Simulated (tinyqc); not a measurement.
X-ray photoelectron analysis of a thin oxide on a semiconductor: attenuation lengths, thickness, angle series and band offsets: one step, computed by the program tinyqc.

The same element is seen in the oxide and in the substrate, at nearly the same kinetic energy; films are flat and uniform, and the work function is ignored.

Task: Inelastic mean free paths. TPP-2M: lambda = E/(E_p^2 [b ln(c E) - C/E + D/E^2]) in angstrom, E_p = 28.8 sqrt(N_v rho/M), b = -0.10 + 0.944/sqrt(E_p^2 + E_g^2) + 0.069 rho^0.1, c = 0.191/sqrt(rho), U = N_v rho/M, C = 1.97 - 0.91 U, D = 53.4 - 20.8 U, with E = photon energy less binding energy in eV. Attenuation length L = factor x lambda.

Inputs (values chosen for the exercise, modelled on SiO2 on silicon):
```
quantity,value,unit
photon energy,1486.6,eV
binding energy of the core level,99.4,eV
oxide density,2.14,g/cm^3
oxide formula mass,60.08,g/mol
valence electrons per oxide formula,16,-
oxide gap,8.89,eV
substrate density,2.33,g/cm^3
substrate formula mass,28.09,g/mol
valence electrons per substrate formula,4,-
substrate gap,1.12,eV
attenuation length over inelastic mean free path,0.86,-
```

Give: kinetic energy E; the table «Terms» with the columns E_p (eV), b, c, lambda (nm), for layer = oxide, substrate; L in the oxide; L in the substrate.

Result:

kinetic energy E = 1387.2 eV

Terms:
```
layer,E_p (eV),b,c,lambda (nm)
oxide,21.74,0.01464,0.1306,3.907
substrate,16.59,0.03187,0.1251,3.090
```

L in the oxide = 3.360 nm

L in the substrate = 2.657 nm
